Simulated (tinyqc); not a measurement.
Deal-Grove kinetics of thermal oxidation of silicon: one step, computed by the program tinyqc.

Oxidant diffuses through the oxide and reacts at the interface, so that dx/dt = B/(A + 2x) for the oxide thickness x.

Question. A single trial Runge-Kutta step of the thin-film equation. With f(x) = B/(A + 2x) + c (B/A) exp(-x/L) and h = L/(4 f(x_i)): k1 = f(x_i), k2 = f(x_i + h k1/2), k3 = f(x_i + h k2/2), k4 = f(x_i + h k3), x = x_i + h (k1 + 2 k2 + 2 k3 + k4)/6.

Inputs (values chosen for the exercise, close to those used for silicon): temperature T = 800 C; initial oxide x_i = 0.01 um; ratio c of the extra rate to B/A = 5.6; decay length L = 0.0084 um.

Ambient: dry oxygen. Surface: (111). Extension: thin-film term.

length A = 0.4392086 um

parabolic constant B = 5.121619e-04 um^2/h

linear constant B/A = 0.001166102 um/h

Give: step h; k1 to k4; x after the step.

Answer.

step h = 0.67720 h

k1 to k4 (um/h): [0.0031010, 0.0028626, 0.0028799, 0.0026802]

x after the step = 0.011949 um
